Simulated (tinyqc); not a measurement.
Switching kinetics of a ferroelectric film and the memory window of a ferroelectric gate stack: one step, computed by the program tinyqc.

Fields in MV/cm; 1 microcoulomb/cm^2 over eps_0 is 11.29409 MV/cm. In the stack (metal, ferroelectric, interlayer, channel) the channel is taken as a conductor.

Task: The hysteresis loop. Saturated branches: P(E) = P_s tanh[(E -/+ E_c)/(2 delta)], delta = E_c/ln[(1 + P_r/P_s)/(1 - P_r/P_s)]; D = P + eps_0 eps_F E.

Inputs (values chosen for the exercise, for a model film):
```
quantity                                 value               unit
saturation polarisation P_s                 31  microcoulomb/cm^2
ratio P_r/P_s                             0.73                  -
coercive field E_c                           1              MV/cm
permittivity of the ferroelectric eps_F     39                  -
```

Give: delta; P on both branches (microcoulomb/cm^2) at E/E_c = -3, -2, -1, -0.5, 0, 0.5, 1, 1.5, 2, 3; peak differential permittivity eps_F + P_s/(2 delta eps_0).

Result:

delta = 0.5384 MV/cm

P on both branches (microcoulomb/cm^2) at E/E_c = -3, -2, -1, -0.5, 0, 0.5, 1, 1.5, 2, 3:
```
E (MV/cm)  rising branch  falling branch
-3.0              -30.96          -29.53
-2.0              -30.77          -22.63
-1.0              -29.53            0.00
-0.5              -27.40           13.44
0.0               -22.63           22.63
0.5               -13.44           27.40
1.0                 0.00           29.53
1.5                13.44           30.41
2.0                22.63           30.77
3.0                29.53           30.96
```

peak differential permittivity eps_F + P_s/(2 delta eps_0) = 364.2
